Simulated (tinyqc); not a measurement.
Mass and degeneracy from charge and saturation current.

Question. At high drain voltage only states moving towards the drain are filled: I = gv (2 q^2/h) Vt ln(1 + exp eta) and n = (N0/2) F_(-1/2)(eta), N0 = gv sqrt(2 m kB T/pi)/hbar, F_(-1/2)(x) = (1/sqrt(pi)) int_0^infinity u^(-1/2)/(1 + exp(u - x)) du. Find eta and m.

Inputs (values chosen for the exercise): temperature T = 250 K; valley degeneracy gv = 1.

Constants: q = 1.602176634e-19 C, kB = 1.380649e-23 J/K, hbar = 1.054571817e-34 J s, h = 6.62607015e-34 J s, m0 = 9.1093837015e-31 kg, Vt = kB T/q. Results are converted to the units shown.

n = 1.4453935e6 cm^-1
I = 9.4700935 uA

Answer. In one dimension the current holds no mass, so it gives eta directly; n then gives m.

eta = 5.67
m = 0.0663 m0

Computed by the program tinyqc: `OMP_NUM_THREADS=1 python tinyqc.py 2400036 2400037 out.jsonl`, one thread of a shared Intel Xeon 2.30GHz, about 0.04 s for the whole run.
